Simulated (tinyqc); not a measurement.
Capacitance measurement on a leaky thin oxide: effects of series resistance and leakage: one step of the calculation.

The device is a capacitance C in parallel with a leakage conductance G, in series with Rs and Ls. An impedance meter reports either a parallel pair (Cp, Gp) from Y = 1/Z = Gp + i w Cp or a series pair (Cs, Rm) from Z = Rm + 1/(i w Cs); w = 2 pi f, dissipation D = Gp/(w |Cp|).

Task. True capacitance and conductance. EOT = 3.9 tox/eox; CET = EOT + zc + zp; C = 3.9 eps0 A/CET; G = Jg A/Vs.

Parameters, values chosen for the exercise; values of the order met in thin-oxide MOS capacitors:
- eox = 3.9 (relative permittivity of the gate insulator (close to silicon dioxide))
- tox = 3.7 nm (insulator thickness)
- A = 400 um^2 (gate area)
- zc = 0.36 nm (oxide-equivalent thickness added by the accumulation layer)
- zp = 0 nm (oxide-equivalent thickness added by gate depletion)
- Jg = 0.0026 A/cm^2 (gate leakage current density, not matched to the thickness)
- Vs = 0.3 V (voltage for an e-fold rise of the leakage)

Constants: eps0 = 8.8541878128e-14 F/cm where lengths are in cm. Results are converted to the units shown.

Give: EOT; CET; C; G.

Result.

EOT = 3.7000 nm
CET = 4.0600 nm
C = 3.4021 pF
G = 0.034667 uS

Computed by the program tinyqc: `OMP_NUM_THREADS=1 python tinyqc.py 2022206 2022207 out.jsonl`, one thread of a shared Intel Xeon 2.30GHz, about 0.01 s for the whole run.
